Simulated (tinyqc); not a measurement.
What moves the results: valence-band anticrossing with a localised impurity level. A value that a table varies takes the place of the one given here.

Host valence band EM(k) = al x - c k^2/mM, c = hbar^2/2m0, coupled to a flat level EI by V = C sqrt(x): H = [[EM, V], [V, EI]], E+/- = (EM + EI)/2 +/- sqrt((EM - EI)^2/4 + V^2). The host weight of a state at E is f = 1/(1 + V^2/(E - EI)^2), and its mass at k = 0 is mM/f. The gap is Eg - E+(0), the conduction edge staying at Eg.

Constants: hbar^2/2m0 = 3.80998211 eV angstrom^2.

Parameters, chosen for this exercise (host near GaAs; not measured data): Eg = 1.532 eV (gap at Gamma to the s-like level); mM = 0.6 m0 (mass of the host band); EI = -0.276 eV (impurity level, from the valence top of the host); C = 1.42 eV (coupling); al = 0.97 eV (linear shift of the host edge); x = 0.055 (impurity fraction).

## Impurity fraction

The last column is the bowing that a quadratic law would need at that x, (Eg - gap)/(x (1 - x)), with equal end gaps.

Results:
```
x (%)  E- (eV)  E+ (eV)  gap (eV)  host weight of E+  mass of E+  bowing (eV)
0.1    -0.2831   0.0081    1.5239              0.976      0.6150          8.1
0.2    -0.2898   0.0158    1.5162              0.955      0.6284          7.9
0.5    -0.3082   0.0371    1.4949              0.907      0.6617          7.4
1.0    -0.3346   0.0683    1.4637              0.855      0.7021          6.9
2.0    -0.3776   0.1210    1.4110              0.796      0.7535          6.2
3.0    -0.4129   0.1660    1.3660              0.764      0.7858          5.7
5.0    -0.4703   0.2428    1.2892              0.728      0.8247          5.1
8.0    -0.5380   0.3396    1.1924              0.701      0.8554          4.6
```

What does this show, and why?

The apparent bowing falls from 8.1 to 4.6 eV, so no single constant describes the gap: the part from the coupling goes as x while V is small against |EM - EI| and as sqrt(x) beyond (V = |EI| near x = 3.78 %), with the linear term al x on top; the fall of the gap goes as the power 0.97 of x between the first two rows and 0.71 between the last two. The mass of E+ goes from 0.6150 to 0.8554, higher although the gap falls; with al = 0 the weight tends to 1/2 at large x.

## What each parameter does

At k = 0. Each row changes one parameter from the base and keeps the others.

Results:
```
case            E- (eV)  E+ (eV)  gap (eV)  mass (m0)
base            -0.4828   0.2602    1.2718     0.8315
EI = -0.226 eV  -0.4474   0.2748    1.2572     0.8653
al = 1.47 eV    -0.4754   0.2802    1.2518     0.8151
Eg = 1.582 eV   -0.4828   0.2602    1.3218     0.8315
C = 1.633 eV    -0.5282   0.3056    1.2264     0.8602
x = 0.06325     -0.5023   0.2876    1.2444     0.8409
mM = 0.69 m0    -0.4828   0.2602    1.2718     0.9562
```

What does this show?

The largest shifts from the base row, up to three for each result and ties (the steps differ in size, so this ranks the rows, not the parameters). E- (eV): C -0.0454, EI +0.0354, x -0.0194; unchanged at the printed digits by Eg and mM. E+ (eV): C +0.0454, x +0.0274, al +0.0200; unchanged at the printed digits by Eg and mM. gap (eV): Eg +0.0500, C -0.0454, x -0.0274; unchanged at the printed digits by mM. mass (m0): mM +0.1247, EI +0.0339, C +0.0287; unchanged at the printed digits by Eg.

Program tinyqc; command `OMP_NUM_THREADS=1 python tinyqc.py 1050345 1050346 out.jsonl`; about 0.01 s on one thread of a shared Intel(R) Xeon(R) Processor @ 2.30GHz.
